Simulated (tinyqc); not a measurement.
Carrier lifetime of an n-type layer with SRH, radiative, Auger and surface recombination: one step of the calculation.

Uniform excess density dn = dp (no trapping), n = n0 + dn, p = p0 + dn, Boltzmann statistics, full ionisation. Surfaces enter as a rate 2 S dn/d, which holds while diffusion to them is fast.

Task. Equilibrium densities and SRH constants. ni = sqrt(Nc Nv) exp(-Eg/(2 Vt)), Eg in volts; majority density N/2 + sqrt(N^2/4 + ni^2), n0 p0 = ni^2; n1 = Nc exp(-Et/Vt), p1 = Nv exp((Et - Eg)/Vt); tn0 = 1/(sn vth Nt), tp0 = 1/(sp vth Nt).

Values chosen for this exercise; band and dielectric values close to those of 4H silicon carbide: temperature T = 300 K; band gap Eg = 3.3 eV; conduction-band density of states at T Nc = 1.73e19 cm^-3; valence-band density of states at T Nv = 2.49e19 cm^-3; donor density N = 1.3e14 cm^-3; trap density Nt = 1.5e10 cm^-3; capture cross-section for electrons sn = 5e-14 cm^2; capture cross-section for holes sp = 4e-14 cm^2; thermal velocity (both carriers) vth = 1.9e7 cm/s; trap level below the conduction band Et = 0.73 eV.

Constants: q = 1.602176634e-19 C, kB = 1.380649e-23 J/K, Vt = kB T/q. Results are converted to the units shown.

Find: ni; n0; p0; n1; p1; tn0; tp0.

Result.

ni = 3.9659e-9 cm^-3
n0 = 1.3000e14 cm^-3
p0 = 1.2099e-31 cm^-3
n1 = 9.4316e6 cm^-3
p1 = 1.6676e-24 cm^-3
tn0 = 7.0175e-5 s
tp0 = 8.7719e-5 s

tinyqc, about 0.01 s, one thread, Intel Xeon 2.30GHz (shared host): `OMP_NUM_THREADS=1 python tinyqc.py 2300007 2300008 out.jsonl`
